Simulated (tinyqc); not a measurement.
Yield per ion against the flux ratio: ion-assisted plasma etching: sheath, surface coverage, synergy and aspect-ratio dependence. Computed by tinyqc, a small Python program. Command: `OMP_NUM_THREADS=1 python tinyqc.py 3003098 3003099 out.jsonl etch walk`. One thread of a shared host (Intel(R) Xeon(R) Processor @ 2.30GHz), about 0.05 s of CPU time with the checks.

Radicals adsorb on bare sites; ions remove covered sites with a high yield and bare sites by sputtering; a slow spontaneous reaction acts everywhere, walls included.

Inputs (values chosen for the exercise, close to those used for silicon in a halogen plasma):

| quantity | value | unit |
|---|---|---|
| plasma density n_e | 8.9e+10 | 1/cm^3 |
| electron temperature T_e | 3.5 | eV |
| ion mass M_i | 35.5 | u |
| sheath voltage V | 85 | V |
| radical density n | 1.6e+14 | 1/cm^3 |
| radical mass M_n | 35.5 | u |
| gas temperature T_g | 600 | K |
| sticking coefficient s | 0.23 | - |
| radicals per removed unit x | 2 | - |
| yield slope b | 0.27 | eV^(-1/2) |
| threshold E_th | 22 | eV |
| sputter slope b_p | 0.026 | eV^(-1/2) |
| sputter threshold E_p | 27 | eV |
| spontaneous reaction probability k_c | 0.00041 | - |
| solid density N | 5e+22 | 1/cm^3 |
| ion temperature T_i | 0.29 | eV |

Feature: long trench.

Constants: e = 1.602176634e-19 C; u = 1.6605390666e-27 kg; k_B = 1.380649e-23 J/K; eps_0 = 8.8541878128e-12 F/m.

Method:
- Bohm speed u_B = sqrt(e T_e/M_i); ion flux G_i = 0.61 n_e u_B; radical flux G_n = n c/4 with c = sqrt(8 k_B T_g/(pi M_n)).
- Debye length lambda_D = sqrt(eps_0 T_e/(e n_s)) with n_s = 0.61 n_e, T_e in volts; Child-law sheath d = (sqrt2/3) lambda_D (2 V/T_e)^(3/4); ion energy E = V + T_e/2; angular spread = arctan(sqrt(T_i/E)).
- Yields: Y = b (sqrt(E) - sqrt(E_th)) on covered sites, Y_p = b_p (sqrt(E) - sqrt(E_p)) on bare ones (zero below threshold).
- Steady coverage: s G_n (1 - theta) = x Y G_i theta; removal flux = Y G_i theta + Y_p G_i (1 - theta) + k_c G_n; rate = flux/N, 1 cm/s = 6e8 nm/min.
- The ion flux is fixed and the radical flux set by the ratio; the removal per ion is the removal flux over G_i.

yield Y = 1.24836

sputter yield Y_p = 0.107063

ion flux G_i = 1.67444e+16 1/(cm^2 s)

Open field:

| G_n/G_i | theta | rate (nm/min) | removal per ion |
|---|---|---|---|
| 0.3 | 0.02689 | 27.70 | 0.1379 |
| 1 | 0.08435 | 40.94 | 0.2037 |
| 3 | 0.21652 | 71.41 | 0.3554 |
| 10 | 0.47949 | 132.30 | 0.6584 |
| 30 | 0.73430 | 192.38 | 0.9574 |
| 100 | 0.90208 | 236.62 | 1.1776 |
| 300 | 0.96508 | 267.54 | 1.3315 |
| 1000 | 0.98926 | 330.76 | 1.6461 |
| 3000 | 0.99639 | 497.16 | 2.4742 |

Coverage reaches one half at G_n/G_i = x Y/s = 10.9. Below that the ion-assisted part follows the radical flux, on top of the sputter floor Y_p = 0.107; above it the ion-assisted part saturates at Y = 1.25 per ion, and the further rise to 2.47 comes from the spontaneous reaction, which costs anisotropy.
